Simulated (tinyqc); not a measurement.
One point for the whole zone: special k points of the bcc lattice.

Lattice vectors in units of a: a1 = (-1/2, 1/2, 1/2), a2 = (1/2, -1/2, 1/2), a3 = (1/2, 1/2, -1/2); reciprocal vectors b_i with a_i . b_j = 2 pi delta_ij. Mesh: k = sum_i f_i b_i with f_i = (2 j_i + shift)/(2 N), j_i = 0 .. N-1. The point group of the lattice has 48 operations; only those that map the mesh onto itself are used.

A_m(k) = sum over the m-th star of lattice vectors R of cos(k . R), stars in order of length: m = 1: |R|^2 = 0.75, 8 vectors, such as (1, 1, 1) in the basis a_i; m = 2: |R|^2 = 1, 6 vectors, such as (1, 1, 0) in the basis a_i; m = 3: |R|^2 = 2, 12 vectors, such as (2, 1, 1) in the basis a_i; m = 4: |R|^2 = 2.75, 24 vectors, such as (2, 2, 1) in the basis a_i; m = 5: |R|^2 = 3, 8 vectors, such as (2, 2, 2) in the basis a_i; m = 6: |R|^2 = 4, 6 vectors, such as (2, 2, 0) in the basis a_i. The zone mean of every A_m is zero.

Test function, the lower band of a two-band insulator: E(k) = -sqrt(D^2 + (e0 - t A_1(k))^2).

Inputs chosen for the exercise (out of a larger set: the lattice of W; not measured data): D = 1.12 eV (half gap term); t = 0.52 eV (coupling); e0 = 1.39 eV (offset).

The mean-value (Baldereschi) point is taken at k = (2 pi/a) (0.1667, 0.1667, 0.5), that is f = (0.25, 0.25, -0.0833); the reference is the mesh with N = 24.

Single points:
```
point                    A_1     A_2     A_3     A_4   E (eV)
Gamma                  8.000   6.000  12.000  24.000  -2.9879
mean-value point       0.000   0.000  -3.000   0.000  -1.7851
zone-face centre b1/2  0.000  -2.000  -4.000   0.000  -1.7851
```

reference mean = -2.1192 eV

What can be read from this table?

The mean-value point makes A_1, A_2 and A_4 vanish. Its error is +334 meV, against -869 meV at Gamma and +334 meV at b1/2. E is not linear in A_1; its powers hold sums of nearest vectors and a non-zero mean, so this point is not exact. A_1 has the same value at b1/2, and E depends on A_1 alone, so this test cannot tell the two points apart.

(tinyqc, `OMP_NUM_THREADS=1 python tinyqc.py 1681302 1681303 out.jsonl`, Intel(R) Xeon(R) Processor @ 2.30GHz, 1 thread, shared host, about 0.1 s.)
